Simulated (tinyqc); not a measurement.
## One-dimensional ballistic tunnel FET, two-band WKB: transfer curve and swing

A p-type source for x < 0 with its Fermi level at 0 and its valence edge at ds; in the channel the bands fall as D exp(-x/lam) towards their flat values, with the conduction edge at Ec = ds - dP and D = dP + Eg. The gate moves dP one to one. The drain Fermi level lies at -Vd and the drain side reflects nothing. For w = E - Ec between 0 and dP an electron crosses the gap. Two-band dispersion with equal masses m: inside the gap kappa = sqrt(m u (1 - u/Eg)/C), u the distance from a band edge, C = hbar^2/(2 m0).

S(w) = 2 lam int_0^Eg kappa(u) du/(w + Eg - u) = 2 pi lam sqrt(m/(C Eg)) [w + Eg/2 - sqrt(w (w + Eg))], T(w) = exp(-S). I = g (2 q^2/h) int_0^dP T(w) [f(E) - f(E + Vd)] dw, E = ds - dP + w, f(x) = 1/(1 + exp(x/Vt)). Swing = d(dP)/d(log10 I).

Values chosen for this exercise; band and dielectric values close to those of indium phosphide:
```
symbol  value  unit                                           meaning
T         300     K                                       temperature
Eg       1.33    eV                                          band gap
m       0.097    m0              band-edge mass of the two-band model
lam       5.4    nm           screening length of the source junction
ds        0.1    eV  source valence edge above the source Fermi level
Vd        0.3     V                                        drain bias
g           2              number of degenerate subbands (spin apart)
```

Constants: q = 1.602176634e-19 C, kB = 1.380649e-23 J/K, hbar = 1.054571817e-34 J s, h = 6.62607015e-34 J s, m0 = 9.1093837015e-31 kg, Vt = kB T/q, hbar^2/(2 m0) = 0.0380998212 eV nm^2. Results are converted to the units shown.

Transfer curve and swing:
```
dP (eV)  T(w = dP)     I (uA)  swing (mV/decade)
0.011    4.947e-12  6.345e-14              8.076
0.016    1.283e-11  2.214e-13              10.39
0.025    4.843e-11  1.216e-12              14.04
0.039    2.281e-10  8.638e-12              18.98
0.06      1.279e-9  7.656e-11              25.53
0.092     8.727e-9  9.062e-10              34.37
0.14      6.871e-8   1.421e-8              46.40
0.22      7.286e-7   3.871e-7              66.56
0.33      6.368e-6   8.859e-6              98.10
0.51      6.228e-5   2.419e-4              159.4
```

What does the comparison show?

I rises from 6.34e-14 to 2.42e-4 uA and the swing rises from 8.08 to 159 mV/decade. The thermionic limit is Vt ln 10 = 59.5 mV/decade; the swing stays under it up to dP = 0.14 eV among the rows, where I is 1.42e-8 uA, 0.0059 % of the last row. Leakage below the onset is not in the model.

Numbers from tinyqc (`OMP_NUM_THREADS=1 python tinyqc.py 2620004 2620005 out.jsonl`; about 0.01 s on one thread of a shared Intel Xeon 2.30GHz).
